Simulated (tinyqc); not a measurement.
## Gate sheet resistance from two finger widths

Inverse problem. At low frequency R = Rsh Wf/(3 L) + B/Wf, where B collects the channel and vertical terms. Find Rsh, B and the width of lowest R.

Parameters, values chosen for the exercise:
- L = 0.1 um (channel length)

input resistance of single fingers, contacted at one end, of width 1.1 and 8.2 um (ohm): 139.37273  107.27317

Solution. R Wf is a straight line in Wf^2; the minimum of R lies where both terms are equal.

Rsh = 3.30 ohm/square
B = 140 ohm um
width of lowest R = 3.57 um

tinyqc, about 0.01 s, one thread, Intel Xeon 2.30GHz (shared host): `OMP_NUM_THREADS=1 python tinyqc.py 2262209 2262210 out.jsonl`
